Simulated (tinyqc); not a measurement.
Three structures under pressure: Born-Mayer model of an ionic crystal AB. Computed by tinyqc, a small Python program. Command: `OMP_NUM_THREADS=1 python tinyqc.py 3000195 3000196 out.jsonl bornmayer walk`. One thread of a shared host (Intel(R) Xeon(R) Processor @ 2.30GHz), about 0.01 s of CPU time with the checks.

Energies are per ion pair and r is the nearest distance of unlike ions.

Inputs (values chosen for the exercise, for a model salt): ionic charge z = 1; unlike repulsion lambda = 1370 eV; range rho = 0.347 angstrom.

Structure: caesium chloride. Short range: nearest neighbours only.

Constants: e^2/(4 pi eps_0) = 14.39964548 eV angstrom; 1 eV/angstrom^3 = 160.2176634 GPa.

Method:
- Madelung constant M, unlike neighbours z1, like neighbours z2 at f r, volume per pair: rock salt 1.747565, 6, 12, sqrt2, 2 r^3; caesium chloride 1.762675, 8, 6, 2/sqrt3, 8 r^3/(3 sqrt3); zinc blende 1.638055, 4, 12, sqrt(8/3), 16 r^3/(3 sqrt3).
- U(r) = -M z^2 e^2/(4 pi eps_0 r) + z1 lambda exp(-r/rho).
- With the volume written as c r^3, under pressure take the root at the minimum of the enthalpy and solve U'(r) + 3 c r^2 P = 0; H = U + P V; B = (U'' - 2 U'/r)/(9 c r).

Enthalpy (eV per pair):
```
P (GPa)  rock salt  caesium chloride  zinc blende
0           -7.053            -6.879       -6.901
2           -6.293            -6.219       -5.910
5           -5.261            -5.312       -4.603
10          -3.714            -3.939       -2.682
20          -0.990            -1.498        0.635
40           3.672             2.721        6.204
70           9.634             8.166       13.206
100         14.884            12.994       19.295
```

volumes at zero pressure (angstrom^3): rock salt 64.229, caesium chloride 55.421, zinc blende 85.342

At zero pressure the order is rock salt < zinc blende < caesium chloride. Between 2 and 5 GPa the lowest enthalpy passes from rock salt to caesium chloride. Pressure favours the denser structure, through P V. The Madelung constants, the number of repulsive contacts and the volumes (64.2, 55.4, 85.3 angstrom^3 at P = 0) all matter. Caution: rigid ions with fixed charges leave out polarisation and covalency, so such models often misplace transition pressures.

Extremes, crossings and ranges named in words are read from the listed rows.
